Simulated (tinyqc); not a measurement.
Surface Green function of a zigzag honeycomb ribbon two chains wide, Sancho-Rubio decimation: one step of the calculation.

A semi-infinite lead of cells 0, 1, 2, ... with H0 inside a cell and H1 = <cell i|H|cell i + 1>. Cell of four sites joined 1-2-3-4 by -t; site 2 joins site 1 of the next cell and site 3 joins site 4 of the next cell. z = E + i eta.

Task. Self-energy, Dyson check and densities of states. Sigma = H1 g_s H1^dagger is what the lead adds to one more cell, and (z - H0 - Sigma)^(-1) must give g_s back. Densities of states: -Im of the diagonals over pi.

Values chosen for this exercise:
- E = -0.17 eV (energy)
- eta = 0.04 eV (broadening)

H0 (eV):
```
      1      2     3      4
1  0.09     -1     0      0
2    -1  -0.09    -1      0
3     0     -1  0.09     -1
4     0      0    -1  -0.09
```

H1 (eV):
```
    1  2  3   4
1   0  0  0   0
2  -1  0  0   0
3   0  0  0  -1
4   0  0  0   0
```

converged surface Green function g_s (1/eV):
```
                       1                      2                      3                      4
1  -0.7498874-0.7758569i   0.7739950-0.1717273i  -0.0249888+0.1238889i  -0.8693326+1.1139449i
2   0.7739950-0.1717273i   0.1943696-0.0756089i  -0.0015415+0.0332107i  -0.1814687+0.3243990i
3  -0.0249888+0.1238889i  -0.0015415+0.0332107i   0.0550505-0.0446980i   0.7739950-0.1717273i
4  -0.8693326+1.1139449i  -0.1814687+0.3243990i   0.7739950-0.1717273i  -1.4014135-2.8472980i
```

converged bulk Green function (1/eV):
```
                       1                      2                      3                      4
1  -0.3507239-0.4170390i   0.4460651-0.0472006i  -0.0146423+0.0366024i  -0.6588703+0.5856239i
2   0.4460651-0.0472006i   0.1809473-0.1639971i   0.1157857+0.0740435i  -0.0739407+0.0893085i
3  -0.0146423+0.0366024i   0.1157857+0.0740435i   0.0415093-0.0719127i   0.4460651-0.0472006i
4  -0.6588703+0.5856239i  -0.0739407+0.0893085i   0.4460651-0.0472006i  -0.6066920-1.4833607i
```

Find: Sigma; (z - H0 - Sigma)^(-1); surface density of states; bulk density of states.

Result.

Sigma (eV):
```
                1                2                3               4
1  0.0000+0.0000i   0.0000+0.0000i   0.0000+0.0000i  0.0000+0.0000i
2  0.0000+0.0000i  -0.7499-0.7759i  -0.8693+1.1139i  0.0000+0.0000i
3  0.0000+0.0000i  -0.8693+1.1139i  -1.4014-2.8473i  0.0000+0.0000i
4  0.0000+0.0000i   0.0000+0.0000i   0.0000+0.0000i  0.0000+0.0000i
```

(z - H0 - Sigma)^(-1) (1/eV):
```
                 1                2                3                4
1  -0.7499-0.7759i   0.7740-0.1717i  -0.0250+0.1239i  -0.8693+1.1139i
2   0.7740-0.1717i   0.1944-0.0756i  -0.0015+0.0332i  -0.1815+0.3244i
3  -0.0250+0.1239i  -0.0015+0.0332i   0.0551-0.0447i   0.7740-0.1717i
4  -0.8693+1.1139i  -0.1815+0.3244i   0.7740-0.1717i  -1.4014-2.8473i
```

```
orbital  surface density of states (1/eV)  bulk density of states (1/eV)
1                                 0.24696                        0.13275
2                                 0.02407                        0.05220
3                                 0.01423                        0.02289
4                                 0.90632                        0.47217
```

Program tinyqc, `OMP_NUM_THREADS=1 python tinyqc.py 2680106 2680107 out.jsonl`; Intel Xeon 2.30GHz, shared host, one thread, about 0.07 s.
